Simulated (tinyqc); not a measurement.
Leaving out one process at a time: Debye-Callaway model of lattice thermal conductivity. Computed by tinyqc, a small Python program. Command: `OMP_NUM_THREADS=1 python tinyqc.py 3030379 3030380 out.jsonl callaway walk`. One thread of a shared host (Intel(R) Xeon(R) Processor @ 2.30GHz), about 0.01 s of CPU time with the checks.

Three acoustic branches with one velocity v, cut at omega_D = k_B Theta/hbar; x = hbar omega/(k_B T). v and Theta are separate inputs: Theta cuts off the heat-carrying modes, so C need not reach 3 k_B/V. gamma is an effective value that sets the umklapp rate.

Inputs (values chosen for the exercise, modelled on boron arsenide): sound velocity v = 5600 m/s; Debye temperature Theta = 668 K; volume per atom V = 13.6 angstrom^3; mean atomic mass M = 42.9 u; effective Grueneisen parameter gamma = 1.05; umklapp exponent divisor b = 2; mass variance Gamma = 3.7e-05; Casimir length L = 200 micrometre; normal-process factor f_N = 0.53; temperature T = 300 K.

Sample: crystal. Point defects: isotopes. Normal processes: included.

Constants: k_B = 1.380649e-23 J/K; hbar = 1.054571817e-34 J s; u = 1.6605390666e-27 kg.

Method:
- Gamma is given directly by the isotope mixture. A = V Gamma/(4 pi v^3).
- Rates: point defects A omega^4; umklapp B omega^2 T exp(-Theta/(b T)) with B = hbar gamma^2/(M v^2 Theta); normal processes f_N B omega^2 T (T/Theta)^2. Boundaries: v/L.
- kappa_1 = c int tau_C g dx, g = x^4 e^x/(e^x - 1)^2, c = (k_B/(2 pi^2 v)) (k_B T/hbar)^3, over 0 < x < min(Theta/T, 40), by 96 Gauss-Legendre points in s with x = x_max s^2; 1/tau_C = 1/tau_R + 1/tau_N; kappa_2 = c [int (tau_C/tau_N) g dx]^2 / int (tau_C/(tau_N tau_R)) g dx; kappa = kappa_1 + kappa_2.

Rayleigh coefficient A = 2.28017e-46 s^3

Conductivity at T:
```
case                   kappa (W/(m K))  ratio to all
all processes                   998.34             1
without point defects           1073.8        1.0756
without boundaries              1030.0        1.0317
without umklapp                 6310.9        6.3214
```

What does the comparison show, and why?

Removing umklapp raises kappa most, by a factor 6.32; removing boundaries gives only 1.03.
